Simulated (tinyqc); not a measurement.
Speciation in dilute and buffered hydrofluoric acid, oxide etch rate and bath loading: one step, computed by the program tinyqc.

Concentrations stand for activities, NH4+ and Cl- are spectators, and water ionisation is neglected. H, F and HF2 denote the ions H+, F- and HF2-. The base temperature is 298 K.

Question. Etch rate. Rate = k_a ([HF] + 2 [H2F2]) + k_b [HF2], an empirical two-term form. Time = oxide/rate; a temperature error changes the rate by exp((E_a/k_B)(1/298 - 1/(298 + error))) - 1.

Inputs (values chosen for the exercise, of the order of those for thermal oxide at room temperature):

| quantity | value | unit |
|---|---|---|
| rate constant of neutral HF k_a | 12 | nm L/(min mol) |
| rate constant of HF2 k_b | 49 | nm L/(min mol) |
| activation energy | 0.33 | eV |
| temperature error | 1.4 | K |
| oxide removed per wafer | 5.8 | nm |

[HF] = 0.04709499 mol/L

[H2F2] = 0 mol/L

[HF2] = 0.003245705 mol/L

Constants: k_B = 8.617333262e-05 eV/K.

Give: etch rate; share of HF2 in the rate; etch time; rate change from the temperature error.

Answer.

etch rate = 0.72418 nm/min

share of HF2 in the rate = 21.961 %

etch time = 480.54 s

rate change from the temperature error = 6.1932 %
